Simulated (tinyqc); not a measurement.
k.p values derived from sp3s* tight binding at Gamma: one step. Valence parameters L, M, N and the Luttinger values. Two cases, with inputs chosen for the exercise.

Problem. Direct terms d0 = -(a/4)^2 pa pc Vxx, dN = -2 (a/4)^2 pa pc Vxy for P-. F = sum P^2/(E(P-) - E(s)) over S+, S-, s*a, s*c. The y state of P- couples to the z state of P+ through Q = (a/4) Vxy (pa p'c - pc p'a), primes for P+, and H1 = Q^2/(E(P-) - E(P+)). L = d0 + F, M = d0 + H1, N = dN + F + H1; g1 = -(L + 2M)/(3c), g2 = -(L - M)/(6c), g3 = -N/(6c).

At Gamma the states are two-level mixtures: s-like S+ (upper) and S- (lower) from [[Esa, Vss], [Vss, Esc]], p-like P- (valence) and P+ from [[Epa, Vxx], [Vxx, Epc]], and the bare s* levels. With real k in 1/angstrom and kz = 0, the phase sums over the four bonds are g0 = 1 - (a k/4)^2/2, g1 = i a kx/4, g3 = -(a/4)^2 kx ky to second order. Each mixture is written (anion, cation) with the anion part positive. c = hbar^2/2m0. No spin-orbit coupling.

Constants: hbar^2/2m0 = 3.80998211 eV angstrom^2.

Case 1.

Values chosen (out of a larger set: near a published set for Ge, fitted to gaps, whose masses and valley positions are rough; not measured data): a = 5.655 angstrom (lattice constant); Vxx = 1.611 eV (px-px); Vxy = 4.904 eV (px-py).

States:

| state | E (eV) | anion part | cation part |
|---|---|---|---|
| S- | -12.638000 | 0.7071068 | 0.7071068 |
| P- | -0.003000 | 0.7071068 | -0.7071068 |
| S+ | 0.922000 | 0.7071068 | -0.7071068 |
| P+ | 3.219000 | 0.7071068 | 0.7071068 |

Couplings:

| pair | P (eV angstrom) | E(first) - E(second) (eV) |
|---|---|---|
| S+ to P- | -7.751591 | 0.925000 |
| S+ to P+ | 0.000000 | -2.297000 |
| S- to P- | 0.000000 | -12.635000 |
| s*a to P- | -5.209292 | 6.416000 |
| s*c to P- | 5.209292 | 6.416000 |

Case 2.

Values chosen (out of a larger set: near a published set for InAs, fitted to gaps, whose masses and valley positions are rough; not measured data): a = 6.06 angstrom (lattice constant); Vxx = 1.826 eV (px-px); Vxy = 4.452 eV (px-py).

States:

| state | E (eV) | anion part | cation part |
|---|---|---|---|
| S- | -12.593375 | 0.8709449 | 0.4913808 |
| P- | 0.006332 | 0.8978099 | -0.4403833 |
| S+ | 0.433375 | 0.4913808 | -0.8709449 |
| P+ | 4.624668 | 0.4403833 | 0.8978099 |

Couplings:

| pair | P (eV angstrom) | E(first) - E(second) (eV) |
|---|---|---|
| S+ to P- | -7.409257 | 0.427043 |
| S+ to P+ | -1.125218 | -4.191294 |
| S- to P- | 1.862205 | -12.599706 |
| s*a to P- | -2.240393 | 7.475668 |
| s*c to P- | 5.314231 | 6.732668 |

Give: d0, dN, F, Q, H1 (eV angstrom^2; Q in eV angstrom); L, M, N; g1, g2, g3.

Solution.

Case 1.

d0, dN, F, Q, H1 (eV angstrom^2; Q in eV angstrom): 1.6099  9.8016  -73.4182  6.9330  -14.9183

L, M, N (eV angstrom^2): -71.808  -13.308  -78.535

g1, g2, g3: 8.611  2.559  3.435

Along [100] the masses without spin-orbit coupling are c/|L| = 0.053 (one band) and c/|M| = 0.286 (two bands).

Case 2.

d0, dN, F, Q, H1 (eV angstrom^2; Q in eV angstrom): 1.6571  8.0803  -133.1425  6.7448  -9.8503

L, M, N (eV angstrom^2): -131.485  -8.193  -134.913

g1, g2, g3: 12.937  5.393  5.902

Along [100] the masses without spin-orbit coupling are c/|L| = 0.029 (one band) and c/|M| = 0.465 (two bands).

Computed by tinyqc, one run a case: `OMP_NUM_THREADS=1 python tinyqc.py N N+1 out.jsonl` with N = 1450022, 1450125; one thread of a shared Intel(R) Xeon(R) Processor @ 2.30GHz, about 0.01 s a run at most.
